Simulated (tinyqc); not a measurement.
First phase against the interface composition: thermodynamics of metal silicides: hull, first phase, silicon consumed, nucleation and stability against SiO2. Computed by tinyqc, a small Python program. Command: `OMP_NUM_THREADS=1 python tinyqc.py 3014606 3014607 out.jsonl silphase walk`. One thread of a shared host (Intel(R) Xeon(R) Processor @ 2.30GHz), about 0.01 s of CPU time with the checks.

Entropies of formation of the solids are neglected, so heats stand for free energies. Si fractions: M5Si3 0.3750, MSi 0.5000, MSi2 0.6667.

Inputs (values chosen for the exercise, for a model metal): heat of formation of M5Si3 = -72.9 kJ/mol atoms; heat of formation of MSi = -66.6 kJ/mol atoms; heat of formation of MSi2 = -48.4 kJ/mol atoms.

Phases: M5Si3, MSi, MSi2.

Method. Effective heat of formation: at the interface the mixture has the Si fraction x_e; the limiting element scales the heat, H_eff = H x_e/x if x_e < x, H (1 - x_e)/(1 - x) otherwise. The rule names the most negative as the first phase; its restriction to congruently melting phases is left out here.

H_eff (kJ/mol atoms):
```
x_e      M5Si3      MSi     MSi2  first phase
0.10  -19.4400  -13.320   -7.260        M5Si3
0.20  -38.8800  -26.640  -14.520        M5Si3
0.30  -58.3200  -39.960  -21.780        M5Si3
0.36  -69.9840  -47.952  -26.136        M5Si3
0.42  -67.6512  -55.944  -30.492        M5Si3
0.48  -60.6528  -63.936  -34.848          MSi
0.54  -53.6544  -61.272  -39.204          MSi
0.60  -46.6560  -53.280  -43.560          MSi
0.66  -39.6576  -45.288  -47.916         MSi2
0.75  -29.1600  -33.300  -36.300         MSi2
```

What follows from these numbers?

Each phase is a triangle with its apex at its own composition. In order of x_e the first phase is M5Si3, then MSi, then MSi2. On either side of all three the ranking is that of H/x (Si-poor) or H/(1 - x) (Si-rich).
